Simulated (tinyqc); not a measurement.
Inside a calculation. Model: undoped symmetric double-gate MOSFET, analytic potential model.

Program tinyqc, `OMP_NUM_THREADS=1 python tinyqc.py 2440010 2440011 out.jsonl`; Intel Xeon 2.30GHz, shared host, one thread, about 0.01 s. Printed values are rounded.

An undoped body of thickness ts between two equal insulators and tied gates; long channel, electrons only, n = ni exp((psi - V)/Vt) with V the quasi-Fermi potential (0 at the source, Vd at the drain), constant mobility, no quantisation. Across the body psi(x) = V - 2 Vt ln[(ts/(2 beta)) sqrt(q ni/(2 eps0 eps_r Vt)) cos(2 beta x/ts)], x from the centre. Q is the electron charge per area of the whole body.

Parameters, values chosen for the exercise; material values close to those of silicon:
```
symbol    value        unit                                             meaning
T           400           K                                         temperature
Eg          1.1          eV                                            band gap
eps_r      11.5                      relative permittivity of the semiconductor
Nc      4.39e19       cm^-3              conduction-band density of states at T
Nv       4.1e19       cm^-3                 valence-band density of states at T
eox        8.75                     relative permittivity of the gate insulator
tox         2.6          nm                                 insulator thickness
ts            5          nm                                      body thickness
dphi       0.08           V  gate work function less that of the intrinsic body
mu          130  cm^2/(V s)                                    channel mobility
L             2          um                                         gate length
Vg          0.6           V                                        gate voltage
Vd          0.3           V                                       drain voltage
```

Constants: q = 1.602176634e-19 C, kB = 1.380649e-23 J/K, Vt = kB T/q, eps0 = 8.8541878128e-14 F/cm where lengths are in cm. Results are converted to the units shown.

Range of the model: In a body this thin, quantum confinement raises the threshold; it is left out.

## Constants of the body

ni = sqrt(Nc Nv) exp(-Eg/(2 Vt)), Eg in volts; r = eps_r tox/(eox ts); V0 = dphi + 2 Vt ln[(2/ts) sqrt(2 eps0 eps_r Vt/(q ni))].

ni = 4.98803e12 cm^-3
r = 0.683429
V0 = 0.567941 V

## Iteration 1: beta at the source by Newton steps in z = ln(tan beta)

z at the start = 0

With V = 0, t = exp(z), beta = arctan(t): f = ln(beta) + (1/2) ln(1 + t^2) + 2 r beta t - (Vg - V0)/(2 Vt); with c = t/(1 + t^2), df/dz = c/beta + t c + 2 r t (c + beta); z(new) = z - f/(df/dz).

beta = 0.785398
f = 0.713504
df/dz = 2.89358
z after iteration 1 = -0.246582

## Iteration 2: beta at the source by Newton steps in z = ln(tan beta)

As before.

beta = 0.663338
f = 0.0713755
df/dz = 2.33735
z after iteration 2 = -0.277119

## Course of the iteration: beta at the source by Newton steps in z = ln(tan beta)

Stop when z changes by less than 1e-11, or after 60 iterations.

Course of the iteration:
```
iteration	z	|change|
1	-0.246582	0.247
2	-0.277119	0.0305
3	-0.277520	4.01e-4
4	-0.277521	6.78e-8
5	-0.277521	< 1e-13
```

Converged in 5 iterations. At the end the number of correct digits about doubles with each step.

## Charges and drain current

beta_s = 0.648386
beta_d = 0.0204976

beta (between 0 and pi/2) solves (Vg - V0 - V)/(2 Vt) = ln(beta) - ln(cos beta) + 2 r beta tan(beta). Q = 8 eps0 eps_r Vt beta tan(beta)/ts; I = mu (1/L)(4 eps0 eps_r/ts)(2 Vt)^2 [g(beta_s) - g(beta_d)] per width, g = beta tan(beta) - beta^2/2 + r beta^2 tan^2(beta), with beta_s at V = 0 and beta_d at V = Vd.

Qs = 275.872 nC/cm^2
Qd = 0.235976 nC/cm^2
g(beta_s) = 0.445987
g(beta_d) = 2.10256e-4
I = 1.12174 uA/um

The term r beta^2 tan^2(beta), which gives the square law, makes up 37.0 % of g at the source.

## Potential and electron density across the body at the source

x/ts, point 0 to 6: 0  0.1  0.2  0.3  0.4  0.45  0.5

psi(x) as above with V = 0 and beta = beta_s; n = ni exp(psi/Vt).

```
point	psi (V)	n (cm^-3)
0	0.458072	2.94704e18
1	0.458654	2.99716e18
2	0.460417	3.15451e18
3	0.463426	3.44225e18
4	0.467795	3.90738e18
5	0.470544	4.23174e18
6	0.473709	4.63878e18
```

The density at the surface is 1.57 times that at the centre (1/cos^2 beta).
